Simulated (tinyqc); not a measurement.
# Adsorption as a lattice gas: isotherms with interactions, competition, desorption peaks and saturation dose, step by step

A worked calculation. Computed by tinyqc, a small Python program that keeps every step. Command: `OMP_NUM_THREADS=1 python tinyqc.py 3000406 3000407 out.jsonl adsorb walk`. One thread of a shared host (Intel(R) Xeon(R) Processor @ 2.30GHz), about 0.2 s of CPU time with the checks. Intermediate numbers are printed to about 6 digits and carried at full precision; extremes and crossings named in words are read from the listed rows.

One adsorbate per site; a molecule needs 1 empty site. Gas and surface have the same temperature.

Inputs (values chosen for the exercise, for a model surface):
```
quantity,value,unit
desorption energy E,0.974,eV
prefactor nu,6.7e+14,1/s
pair energy w (positive repels),0.011,eV
neighbours z,3,-
site density N_s,14,1/nm^2
molecular mass M,181,u
sticking coefficient s0,0.0013,-
temperature T,336,K
pressure p,0.1,Pa
"blocking by a second gas, K_B p_B",0.19,-
heating rate beta,6.4,K/s
aspect ratio a (depth over diameter) of a hole,100,-
```

Adsorption: molecular (first order).

Constants: u = 1.6605390666e-27 kg; k_B = 1.380649e-23 J/K; k_B = 8.617333262e-05 eV/K.

## Flux and the Langmuir coverage

Flux F = p/sqrt(2 pi M k_B T); k_d = nu exp(-E/(k_B T)); s0 F (1 - theta) = N_s k_d theta, so y = s0 F/(N_s k_d), theta = y/(1 + y). With a second gas on the same sites theta = y/(1 + y + K_B p_B).

flux F = 1068.40 1/(nm^2 s)

k_d = 1.64709 1/s

y = 0.0602327

Langmuir coverage = 0.0568108

coverage with the second gas = 0.0481772

## Coverage with interactions

With u = w/(k_B T). Mean field: theta/(1 - theta) = y exp(-z u theta). Quasi-chemical: theta/(1 - theta) = y [(r - 1 + 2 theta)(1 - theta)/((r + 1 - 2 theta) theta)]^(-z/2) exp(-z u/2), r = sqrt(1 - 4 theta (1 - theta)(1 - exp(-u))).

u = 0.379910

coverage, mean field = 0.0536234

coverage, quasi-chemical = 0.0540585

Repulsion lowers the coverage from 0.0568. Both theories put half coverage at ln y = z u/2 = 0.570; here ln y = -2.810.

## Isotherms

The formulas are those given above.

Coverage; the first column is ln y - z u/2:
```
ln y - z u/2,no interaction,mean field,quasi-chemical
-5.0,0.011773,0.011620,0.011644
-3.0,0.080903,0.074787,0.075554
-2.0,0.193078,0.165393,0.167741
-1.0,0.394094,0.312872,0.315961
-0.5,0.517459,0.403667,0.405638
0.0,0.638732,0.500000,0.500000
0.5,0.744571,0.596333,0.594362
1.0,0.827764,0.687128,0.684039
2.0,0.928897,0.834607,0.832259
3.0,0.972612,0.925213,0.924446
5.0,0.996203,0.988380,0.988356
```

At half coverage the slope d theta/d ln y is 1/4 without interaction, 1/(4 + z u) = 0.195 in mean field and 0.190 in the pair theory, 1/[4 + 2 z (exp(u/2) - 1)]. Repulsion spreads the filling over a wider range of pressure; the two theories differ by at most 0.0031 in these rows.

## Desorption peak without interaction

The peak obeys E/(k_B T_p^2) = (nu/beta) exp(-E/(k_B T_p)) exactly. Redhead's shortcut, with the constant 3.46 (3.64 is also in use), reads E back as k_B T_p [ln(nu' T_p/beta) - 3.46], nu' = nu.

peak temperature T_p = 327.322 K

E by Redhead's shortcut = 0.976309 eV

The shortcut misses by +0.24 %, since 3.46 stands for ln(E/(k_B T_p)) = 3.54. A prefactor wrong by a factor 100 would shift E by 0.130 eV.

## Peak against initial coverage

Heating at the rate beta: d theta/dT = -(nu/beta) theta^1 exp(-[E - z w theta]/(k_B T)). Integrated numerically (relative tolerance 1e-9); T_p is the maximum of the rate.

Peak temperatures (K):
```
theta_0,w = 0,with w
0.1,327.322,326.496
0.3,327.322,324.832
0.5,327.322,323.155
0.7,327.322,321.464
0.9,327.322,319.759
```

Without interaction the peak does not move; with w it moves by -6.7 K, so repulsion in first order mimics second-order kinetics.

## Dose to saturate, flat and in a hole

Without desorption or interaction, 99 % coverage needs the time (N_s/(s0 F)) ln 100. For a round hole of aspect ratio a in molecular flow with unit sticking (Gordon), the time is N_s/F x [1 + (19/4) a + (3/2) a^2]. The larger of the two times is a rough guide.

time on a flat surface = 46.4190 s

time for the hole = 202.792 s

The hole is limited by transport: for deep holes the dose grows as a^2. Caution: with k_d = nu exp(-E/(k_B T)) of these inputs desorption is not negligible over the time on a flat surface, so without interaction 99 % coverage is not reached.

Checks made by the program: quasi-chemical form at low coverage and at the symmetry point (relative difference 1e-07); T_p against the integrated rate equation (relative difference 5e-09).
